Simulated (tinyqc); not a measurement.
Worked calculation: tight binding, dimerised chain. One step of it, computed by the program tinyqc.

Task: Open chain of 3 cells. The same hoppings without the wrap-around bond.

H of the open chain (eV):
```
           1          2          3          4          5          6
1   0.000000  -1.240000   0.000000   0.000000   0.000000   0.000000
2  -1.240000   0.000000  -0.960000   0.000000   0.000000   0.000000
3   0.000000  -0.960000   0.000000  -1.240000   0.000000   0.000000
4   0.000000   0.000000  -1.240000   0.000000  -0.960000   0.000000
5   0.000000   0.000000   0.000000  -0.960000   0.000000  -1.240000
6   0.000000   0.000000   0.000000   0.000000  -1.240000   0.000000
```

Give: levels; weights of the highest filled level on the sites.

Result:

levels (eV): -1.9938  -1.4249  -0.6711  0.6711  1.4249  1.9938

weights of the highest filled level on the sites: 0.2351  0.0689  0.1961  0.1961  0.0689  0.2351

The bulk gap runs from -0.2800 to 0.2800 eV; no level of this chain lies inside it.
